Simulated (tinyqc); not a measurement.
Bandgap voltage reference from two bipolar transistors: effect of the area ratio of the second transistor.

Two transistors of area 1 and N carry the same current I. Is(T) = Is (T/T0)^eta exp[(Vg0 q/kB)(1/T0 - 1/T)], VBE1 = Vt ln(I/Is(T)) + I rb, VBE2 = Vt ln(I/(N Is(T))) + I rb/N. The amplifier forces I R1(T) = VBE1 - VBE2 + Vos, with R(T) = R (1 + tc (T - T0)) for both resistors, and the output is Vref = VBE1 + I R2(T). Base currents and the Early effect are neglected.

Vt = kB T/q; I = (Vt ln N + Vos)/(R1(T) - rb (1 - 1/N)). Box coefficient: span of Vref between 233 and 398 K over its average over T and over 165 K. The last column is the R2 that gives zero slope at T0.

Parameters, values chosen for the exercise; values of the order met in silicon bipolar transistors: reference temperature T0 = 300 K; band-gap voltage extrapolated to 0 K Vg0 = 1.186 V; temperature exponent of the saturation current eta = 3; saturation current of the unit transistor at T0 Is = 3.2e-16 A; resistor across which the difference of VBE falls, at T0 R1 = 2.5 kohm; temperature coefficient of both resistors tc = 2000 ppm/K; offset of the amplifier Vos = 0 mV; series resistance of the unit transistor rb = 14 ohm; output resistor at T0 R2 = 43.97 kohm.

Constants: q = 1.602176634e-19 C, kB = 1.380649e-23 J/K. Results are converted to the units shown.

Effect of the area ratio of the second transistor:
```
N    I at T0 (uA)  Vref at T0 (V)  slope at T0 (uV/K)  box coefficient (ppm/K)  R2 for zero slope (kohm)
2           7.188          0.9323               -1072                     1182                     88.78
4           14.40           1.267               41.08                    27.92                     43.11
8           21.61           1.595                1129                    694.6                     28.24
15          28.15           1.890                2107                     1092                     21.44
24          33.04           2.109                2835                     1313                     18.14
48          40.25           2.431                3906                     1564                     14.77
100         47.89           2.771                5036                     1764                     12.32
```

As N goes from 2 to 100, Vref rises from 0.9323 to 2.771 V and the box coefficient goes from 1180 through a minimum of 27.9 (at N = 4 among the rows listed) to 1760 ppm/K. A larger N needs a smaller R2/R1, which lowers the gain seen by offset and noise.

tinyqc, about 0.02 s, one thread, Intel Xeon 2.30GHz (shared host): `OMP_NUM_THREADS=1 python tinyqc.py 2062184 2062185 out.jsonl`
